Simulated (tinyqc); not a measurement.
Inside a calculation. Method: Hueckel theory of the pi electrons with the omega technique, for the molecule C=C1C=CC=CN=C1 (SMILES; centres numbered as the heavy atoms are written). One step of it, computed by the program tinyqc.

Task: Omega technique, round 2. h_r = h_r(0) + omega q_r, omega = 1.4, with q_r = z_r - P_rr; 0.5 of the old diagonal is kept.

Hueckel matrix in units of beta (H = alpha + beta A):
```
          1C        2C        3C        4C        5C        6C        7N        8C
1C  0.000000  1.000000  0.000000  0.000000  0.000000  0.000000  0.000000  0.000000
2C  1.000000  0.000000  1.000000  0.000000  0.000000  0.000000  0.000000  1.000000
3C  0.000000  1.000000  0.000000  1.000000  0.000000  0.000000  0.000000  0.000000
4C  0.000000  0.000000  1.000000  0.000000  1.000000  0.000000  0.000000  0.000000
5C  0.000000  0.000000  0.000000  1.000000  0.000000  1.000000  0.000000  0.000000
6C  0.000000  0.000000  0.000000  0.000000  1.000000  0.000000  0.910000  0.000000
7N  0.000000  0.000000  0.000000  0.000000  0.000000  0.910000  0.460000  0.910000
8C  0.000000  1.000000  0.000000  0.000000  0.000000  0.000000  0.910000  0.000000
```

charge and bond-order matrix P:
```
           1C         2C         3C         4C         5C         6C         7N         8C
1C   1.120622   0.786540  -0.141080  -0.338607   0.205670   0.246525  -0.348789  -0.086716
2C   0.786540   1.025738   0.420790   0.001518  -0.055949  -0.058871  -0.026392   0.443096
3C  -0.141080   0.420790   0.933954   0.784294   0.063812  -0.333361  -0.093281   0.244233
4C  -0.338607   0.001518   0.784294   0.991445   0.505816   0.030461  -0.082719  -0.080821
5C   0.205670  -0.055949   0.063812   0.505816   0.952737   0.764760   0.022113  -0.327211
6C   0.246525  -0.058871  -0.333361   0.030461   0.764760   0.972014   0.487897   0.004196
7N  -0.348789  -0.026392  -0.093281  -0.082719   0.022113   0.487897   1.101071   0.783172
8C  -0.086716   0.443096   0.244233  -0.080821  -0.327211   0.004196   0.783172   0.902420
```

Centres:
```
centre  z_r, pi electrons of the neutral centre         h
1C                                            1  0.000000
2C                                            1  0.000000
3C                                            1  0.000000
4C                                            1  0.000000
5C                                            1  0.000000
6C                                            1  0.000000
7N                                            1  0.460000
8C                                            1  0.000000
```

Give: matrix after round 2.

Result:

matrix after round 2:
```
         1C       2C      3C      4C      5C      6C      7N      8C
1C  -0.1639   1.0000  0.0000  0.0000  0.0000  0.0000  0.0000  0.0000
2C   1.0000  -0.0129  1.0000  0.0000  0.0000  0.0000  0.0000  1.0000
3C   0.0000   1.0000  0.0630  1.0000  0.0000  0.0000  0.0000  0.0000
4C   0.0000   0.0000  1.0000  0.0197  1.0000  0.0000  0.0000  0.0000
5C   0.0000   0.0000  0.0000  1.0000  0.0415  1.0000  0.0000  0.0000
6C   0.0000   0.0000  0.0000  0.0000  1.0000  0.0474  0.9100  0.0000
7N   0.0000   0.0000  0.0000  0.0000  0.0000  0.9100  0.3261  0.9100
8C   0.0000   1.0000  0.0000  0.0000  0.0000  0.0000  0.9100  0.1391
```
